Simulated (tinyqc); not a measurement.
Solubility, supersaturation, precipitation and gettering of an impurity in a silicon-like host: one step, computed by the program tinyqc. Command: `OMP_NUM_THREADS=1 python tinyqc.py 3014833 3014834 out.jsonl ripen walk`. One thread of a shared host (Intel(R) Xeon(R) Processor @ 2.30GHz), about 0.01 s of CPU time with the checks.

The wafer was saturated at T1 and is then held at T.

Task: Solubility, diffusivity, supersaturation. C_eq(T) = N0 exp(S/k_B - H/(k_B T)); D(T) = D0 exp(-Q/(k_B T)); C0 = C_eq(T1). Supersaturation s = C0/C_eq(T); critical radius r* = 2 gamma/(C_p k_B T ln s); barrier W* = (4 pi/3) gamma r*^2. Strain energy is left out.

Inputs (values chosen for the exercise, modelled on oxygen in silicon): site density N0 = 5e+22 1/cm^3; enthalpy of solution H = 1.55 eV; entropy of solution S = 0.63 k_B; diffusion prefactor D0 = 0.12 cm^2/s; migration energy Q = 2.52 eV; temperature of saturation T1 = 1400 K; anneal temperature T = 1284 K; impurity density in the precipitate C_p = 3.4e+22 1/cm^3; interface energy gamma = 0.32 J/m^2.

Constants: k_B = 8.617333262e-05 eV/K; k_B = 1.380649e-23 J/K.

Give: C0; C_eq(T); D(T); supersaturation s; critical radius r*; W*/(k_B T).

Result:

C0 = 2.4707e+17 1/cm^3

C_eq(T) = 7.7398e+16 1/cm^3

D(T) = 1.5418e-11 cm^2/s

supersaturation s = 3.1922

critical radius r* = 0.91481 nm

W*/(k_B T) = 63.277
